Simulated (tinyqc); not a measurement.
Gain for each load and current direction: deformation-potential model of the X valleys of a conduction band.

Valleys with axes along x, y and z, one whole valley each. Herring-Vogt shift of a valley with unit axis a: dE = Xd tr(e) + Xu a.e.a. Non-degenerate shares n_i = exp(-dE_i/kT)/sum_j exp(-dE_j/kT). Inverse mass tensor of a valley: (1 - a a)/mt + a a/ml; the masses are taken as independent of strain.

s11 = (C11 + C12)/((C11 - C12)(C11 + 2 C12)), s12 = -C12/((C11 - C12)(C11 + 2 C12)), s44 = 1/C44; exx = s11 sxx + s12 (syy + szz) and cyclic, exy = s44 sxy/2; tension is positive. A uniaxial stress X along the unit vector n is s_ij = X n_i n_j.

Constants: kB = 8.617333262e-05 eV/K.

Parameters, chosen for this exercise (near those of AlAs; not measured data):
- ml = 1.077 m0 (longitudinal mass)
- mt = 0.197 m0 (transverse mass)
- Xd = 1.01 eV (dilation potential)
- Xu = 5.87 eV (uniaxial potential)
- C11 = 127.1 GPa
- C12 = 50.6 GPa
- C44 = 56.4 GPa
- X1 = 0.9 GPa (size of the stress)
- T = 300 K (temperature)

Each load has the size X1. Gain m_c(0)/m_c - 1 in per cent from repopulation alone, m_c = 1/(u.M.u), M = sum_i n_i (inverse mass tensor); biaxial means sxx = syy.

Gain (%); + is tension, - compression:
```
load                [100]  [010]  [001]  [110]  [1-10]  [111]
uniaxial [110] (+)   18.1   18.1  -36.2   18.1    18.1    0.0
uniaxial [110] (-)  -12.2  -12.2   24.4  -12.2   -12.2    0.0
uniaxial [100] (+)   33.7  -16.8  -16.8    8.4     8.4    0.0
uniaxial [100] (-)  -61.2   30.6   30.6  -15.3   -15.3    0.0
uniaxial [111] (+)    0.0    0.0    0.0    0.0     0.0    0.0
uniaxial [111] (-)    0.0    0.0    0.0    0.0     0.0    0.0
biaxial (001) (+)    30.6   30.6  -61.2   30.6    30.6    0.0
biaxial (001) (-)   -16.8  -16.8   33.7  -16.8   -16.8    0.0
```

The largest gain is +33.7 %, for uniaxial [100] (+) with the current along [100] and biaxial (001) (-) with the current along [001]; for a [110] channel it is +30.6 %, under biaxial (001) (+). No gain or loss appears under uniaxial [111]: the valleys stay equivalent (in real silicon shear also changes the masses, which this model leaves out).

Run: tinyqc, `OMP_NUM_THREADS=1 python tinyqc.py 1081569 1081570 out.jsonl`; Intel(R) Xeon(R) Processor @ 2.30GHz, one thread, shared host; about 0.01 s of CPU time with all checks.
